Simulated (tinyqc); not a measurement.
MOSFET in the linear regime without short-channel effects, parameter extraction from computed curves: extraction methods against the temperature.

Inversion charge Q = Cox n Vt W0(exp((Vg - VT)/(n Vt))), W0 the Lambert function and n = nf; u = Q/Cox; mobility mu = mu0/(1 + th1 u + th2 u^2); channel resistance Rch = (L - dL)/(W mu Q); Id = Vd/(Rch + Rsd/W). Cox = eps0 eox/tox. Small Vd, no channel-length or drain effects.

From the continuous curve Id(Vg): tangent at peak gm (V_ext = Vg - Id/gm); constant current Id = 0.1 uA W/L; peak of d2Id/dVg2; Y = Id/sqrt(gm) drawn through Vg = VT + 0.6 and VT + 0.8 V, with intercept VT_Y and slope s. Mobilities gm,max L/(W Cox Vd) and s^2 L/(W Cox Vd) with the drawn L. Last column: share of Rsd/W in the total resistance at VT + 0.8 V.

Values chosen for this exercise; channel values of the order met in silicon transistors: relative permittivity of the gate insulator (close to hafnium oxide) eox = 21.5; insulator thickness tox = 8.1 nm; low-field mobility mu0 = 140 cm^2/(V s); first mobility attenuation factor th1 = 0.24 1/V; second mobility attenuation factor th2 = 0.21 1/V^2; threshold voltage VT = 0.46 V; body factor nf = 1.1; gate width W = 1 um; drawn gate length L = 1.4 um; drawn less effective length dL = 0.005 um; source plus drain resistance Rsd = 250 ohm um; drain voltage Vd = 0.05 V.

Constants: q = 1.602176634e-19 C, kB = 1.380649e-23 J/K, Vt = kB T/q, eps0 = 8.8541878128e-14 F/cm where lengths are in cm. Results are converted to the units shown.

Result of one run:

| V_ext (V) | constant current (V) | second derivative (V) | VT_Y (V) | mobility from gm (cm^2/(V s)) | mobility from Y (cm^2/(V s)) | series share (%) |
|---|---|---|---|---|---|---|
| 0.470 | 0.422 | 0.453 | 0.556 | 107 | 165 | 3.17 |

Which temperature T gave this result: 77, 110, 220, 300 or 450 K?

T = 300 K.

The whole series:

| T (K) | V_ext (V) | constant current (V) | second derivative (V) | VT_Y (V) | mobility from gm (cm^2/(V s)) | mobility from Y (cm^2/(V s)) | series share (%) |
|---|---|---|---|---|---|---|---|
| 77 | 0.468 | 0.465 | 0.459 | 0.544 | 123 | 185 | 3.34 |
| 110 | 0.470 | 0.460 | 0.458 | 0.547 | 119 | 182 | 3.31 |
| 150 | 0.471 | 0.454 | 0.457 | 0.550 | 116 | 178 | 3.28 |
| 220 | 0.471 | 0.440 | 0.455 | 0.554 | 111 | 172 | 3.22 |
| 300 | 0.470 | 0.422 | 0.453 | 0.556 | 107 | 165 | 3.17 |
| 370 | 0.468 | 0.405 | 0.451 | 0.556 | 104 | 160 | 3.13 |
| 450 | 0.465 | 0.383 | 0.448 | 0.554 | 101 | 154 | 3.09 |

The model has VT = 0.46 V and mu0 = 140 cm^2/(V s). Over the table the extracted thresholds move by 6.4 mV (tangent), 82 mV (constant current), 10 mV (second derivative), 11 mV (Y function). The mobility from gm falls from 123 to 101 and that from Y falls from 185 to 154 cm^2/(V s).

Program tinyqc, `OMP_NUM_THREADS=1 python tinyqc.py 2210109 2210110 out.jsonl`; Intel Xeon 2.30GHz, shared host, one thread, about 0.01 s.
